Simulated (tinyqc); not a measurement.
# Geometry relaxation of a small cluster, step by step

A worked calculation. Computed by tinyqc, a small Python program that keeps every step. Command: `OMP_NUM_THREADS=1 python tinyqc.py 3004798 3004799 out.jsonl relax walk`. One thread of a shared host (Intel(R) Xeon(R) Processor @ 2.30GHz), about 0.01 s of CPU time with the checks. Intermediate numbers are printed to about 5 digits and carried at full precision; extremes and crossings named in words are read from the listed rows.

E = sum_(i<j) phi(r_ij), phi(r) = eps [exp(-2 alpha (r - r0)) - 2 exp(-alpha (r - r0))]; the force on i is -sum_j phi'(r_ij) (R_i - R_j)/r_ij.

Inputs (values chosen for the exercise, for model atoms):

| quantity | value | unit |
|---|---|---|
| length r0 | 2.89 | angstrom |
| well depth eps | 0.52 | eV |
| stiffness alpha | 1.54 | 1/angstrom |
| step factor eta | 0.17 | angstrom^2/eV |
| largest number of steps | 500 | - |

Potential: Morse. Method: FIRE.

starting positions (angstrom):
```
            x      y      z
atom 1  -0.13   0.03  -0.09
atom 2    2.9  -0.11   0.28
atom 3   1.47   2.61   0.28
```

## Energy and forces at the start

Evaluate E and the forces at the starting positions.

distances (angstrom): 1-2 3.0557, 1-3 3.0583, 2-3 3.0730

energy at the start = -1.4751 eV

forces (eV/angstrom):
```
               x         y         z
atom 1   0.42478   0.22526   0.06798
atom 2  -0.41522   0.27545  -0.03384
atom 3  -0.00955  -0.50071  -0.03414
```

## The first two steps

FIRE with unit mass: if F.v > 0, v = (1 - a) v + a |v| F/|F|, and after more than 5 such steps in a row dt = min(1.1 dt, 5 dt0), a = 0.99 a; else v = 0, a = 0.1, and dt = dt/2 (not at the first step). Then v = v + dt F, R(new) = R + dt v. dt0 = sqrt(eta), a = 0.1 at first. No atom moves more than 0.3 angstrom a step (the whole step is scaled). Stop when the largest force component is below 1e-5 eV/angstrom.

positions after step 1 (angstrom):
```
              x        y        z
atom 1  -0.0578   0.0683  -0.0784
atom 2   2.8294  -0.0632   0.2742
atom 3   1.4684   2.5249   0.2742
```

energy after step 1 = -1.5574 eV

positions after step 2 (angstrom):
```
             x        y        z
atom 1  0.0269   0.1137  -0.0649
atom 2  2.7444  -0.0033   0.2675
atom 3  1.4688   2.4196   0.2673
```

energy after step 2 = -1.4538 eV

The energy rose in a step: the move overshot.

## All steps

The formulas are those given above.

Course of the relaxation:

| step | E (eV) | largest force (eV/angstrom) | force calls |
|---|---|---|---|
| 0 | -1.4751 | 5.0071e-01 | 1 |
| 1 | -1.5574 | 1.1508e-01 | 2 |
| 2 | -1.4538 | 9.1335e-01 | 3 |
| 3 | -1.5307 | 4.3258e-01 | 4 |
| 4 | -1.5591 | 6.3794e-02 | 5 |
| 5 | -1.5592 | 5.9100e-02 | 6 |
| 6 | -1.5595 | 4.9984e-02 | 7 |
| 7 | -1.5597 | 3.6992e-02 | 8 |
| 8 | -1.5599 | 2.0955e-02 | 9 |
| ... | ... | ... | ... |
| 49 | -1.5600 | 2.5010e-05 | 50 |
| 50 | -1.5600 | 2.4014e-05 | 51 |
| 51 | -1.5600 | 2.2787e-05 | 52 |
| 52 | -1.5600 | 2.1340e-05 | 53 |
| 53 | -1.5600 | 1.9501e-05 | 54 |
| 54 | -1.5600 | 1.7202e-05 | 55 |
| 55 | -1.5600 | 1.4381e-05 | 56 |
| 56 | -1.5600 | 1.0981e-05 | 57 |
| 57 | -1.5600 | 7.0470e-06 | 58 |

final positions (angstrom):
```
              x        y        z
atom 1  -0.0486   0.0738  -0.0769
atom 2   2.8174  -0.0506   0.2736
atom 3   1.4713   2.5068   0.2734
```

final energy = -1.56 eV

steps = 57

largest force at the end = 7.0470e-06 eV/angstrom

Converged in 57 steps.

## Curvatures at the end

Hessian at the final positions by central differences of the forces; six eigenvalues vanish (translations and rotations). Steepest descent is stable for eta below 2/lambda_max and contracts the softest mode by 1 - eta lambda_min a step.

non-zero eigenvalues (eV/angstrom^2): 3.6997  3.6997  7.3993

condition number = 2.0000

largest stable eta = 0.27029 angstrom^2/eV

contraction of the softest mode = 0.37106

All are positive, so the end point is a minimum.

## Four methods from the same start

Steepest descent: R(new) = R + eta F. Conjugate gradient (Polak-Ribiere): d = F + beta d(old), beta = max(0, F.(F - F(old))/|F(old)|^2), d = F at first; step length from one secant, s = eta (F.d)/(F.d - F(R + eta d).d), replaced by eta if that is not positive; R(new) = R + s d. BFGS: R(new) = R + B F with the inverse Hessian B = eta 1 at first; with s = R(new) - R, y = F - F(new), rho = 1/(y.s): B(new) = (1 - rho s y^T) B (1 - rho y s^T) + rho s s^T, skipped if y.s is not positive. In this comparison each method may take up to 1500 steps.

Cost:

| method | steps | force calls | final E (eV) | calls to reach 1e-2 |
|---|---|---|---|---|
| steepest descent | 9 | 10 | -1.56 | 4 |
| conjugate gradient | 6 | 13 | -1.56 | 7 |
| BFGS | 7 | 8 | -1.56 | 4 |
| FIRE | 57 | 58 | -1.56 | 10 |

In force calls the order is BFGS (8), steepest descent (10), conjugate gradient (13), FIRE (58). All that converged end at the same energy. Near the minimum steepest descent multiplies the slowest mode by 0.371 in size a step, 2 steps a decade of force, at a condition number of 2.0. On this problem it beats conjugate gradient and FIRE in force calls.

Checks made by the program: forces against finite differences of E (relative difference 3e-10).
